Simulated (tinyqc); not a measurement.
# Lossy interposer transmission line with skin effect: effects of single changes

A uniform line in a homogeneous dielectric: c = sqrt(er)/(c0 Z0), l = Z0 sqrt(er)/c0 (c0 = 299792458 m/s), g = w c td, w = 2 pi f. The resistance joins its limits as r = sqrt(r_dc^2 + r_hf^2), with r_dc = rho/(wd th), r_hf = kr rho/(2 delta (wd + th)), delta = sqrt(rho/(pi f mu0)), mu0 = 4 pi 1e-7 H/m; this is an interpolation, and internal inductance, up to 0.05 nH/mm at low frequency, is neglected.

Parameters, values chosen for the exercise:
- wd = 8.4 um (width of the strip)
- th = 0.87 um (thickness of the strip)
- rho = 2 uohm cm (resistivity)
- er = 4.2 (relative permittivity)
- td = 0.02 (loss tangent)
- Z0 = 40 ohm (lossless impedance sqrt(l/c))
- kr = 1.5 (factor for crowding and the return path)
- len = 25 mm (length)
- Rg = 50 ohm (source resistance)
- RL = 50 ohm (load resistance)
- CL = 100 fF (load capacitance)
- f = 12 GHz (frequency)

Each table varies one quantity; the others keep the values above.

## Line properties against frequency

gamma = sqrt((r + i w l)(g + i w c)) = alpha + i beta, Zc = sqrt((r + i w l)/(g + i w c)), roots with positive real part; loss 8.685889638 alpha in dB; phase velocity w/beta. ZL = 1/(1/RL + i w CL); reflection (ZL - Zc)/(ZL + Zc); Zin = Zc (ZL + Zc tanh(gamma len))/(Zc + ZL tanh(gamma len)); H = V_load/V_source = [Zin/(Zin + Rg)]/[cosh(gamma len) + (Zc/ZL) sinh(gamma len)].

Results:
```
f (GHz)	r (ohm/mm)	r/(w l)	loss (dB/mm)	|Zc| (ohm)	phase velocity over c0	length in wavelengths	|H| (dB)
0.01	2.738	159.3	0.03353	504.9	0.05504	0.01515	-10.55
0.03	2.740	53.15	0.05774	291.6	0.09469	0.02642	-10.56
0.3	2.765	5.364	0.1691	93.43	0.2738	0.09136	-10.77
0.8	2.811	2.045	0.2423	60.35	0.3836	0.1739	-11.55
2	2.919	0.8496	0.3028	45.82	0.4555	0.3662	-13.42
7	3.333	0.2771	0.3849	40.74	0.4841	1.206	-15.81
20	4.222	0.1229	0.5323	40.15	0.4873	3.423	-19.81
60	6.205	0.06019	0.8973	40.03	0.4879	10.26	-30.92
```

Estimate the missing row, f = 0.09 GHz.

Computed row:
```
f (GHz)	r (ohm/mm)	r/(w l)	loss (dB/mm)	|Zc| (ohm)	phase velocity over c0	length in wavelengths	|H| (dB)
0.09	2.745	17.75	0.09830	168.7	0.1607	0.04669	-10.59
```

With this row back in the table: r equals w l at 1.68 GHz: below it |Zc| and the delay grow as in an RC line, above it |Zc| tends to Z0 = 40 ohm and the velocity to 1/sqrt(er) = 0.488 c0. The loss goes as f^(0.49) between the first two rows and f^(0.48) between the last two. |H| is -10.6 dB in the first row and -30.9 dB in the last; between rows it can pass through resonances that the table doesn't show.

## Effect of the width of the strip

Same model as above.

Z0 is held fixed by scaling the dielectric height.

Effect of the width of the strip:
```
wd (um)	r (ohm/mm)	r/(w l)	loss (dB/mm)	|Zc| (ohm)	phase velocity over c0	length in wavelengths	|H| (dB)
2.1	13.43	0.6512	1.439	43.69	0.4673	2.141	-42.22
3.3	8.898	0.4316	0.9911	41.74	0.4784	2.092	-31.06
5.2	5.832	0.2829	0.6723	40.77	0.4839	2.068	-23.11
8.2	3.787	0.1837	0.4544	40.33	0.4863	2.058	-17.65
13	2.428	0.1178	0.3081	40.13	0.4874	2.053	-13.98
20	1.595	0.07738	0.2179	40.06	0.4877	2.052	-11.72
32	1.005	0.04873	0.1538	40.02	0.4879	2.051	-10.12
50	0.6460	0.03133	0.1149	40.01	0.4879	2.051	-9.144
```

Read the table: what changes, and by how much?

As wd goes from 2.1 to 50, the loss falls from 1.44 to 0.115 dB/mm, |Zc| falls from 43.7 to 40.0 ohm and |H| goes from -42.2 to -9.14 dB, with its highest value among the rows, -9.14 dB, at wd = 50.

Computed by the program tinyqc: `OMP_NUM_THREADS=1 python tinyqc.py 2810110 2810111 out.jsonl`, one thread of a shared Intel Xeon 2.30GHz, about 0.01 s for the whole run.
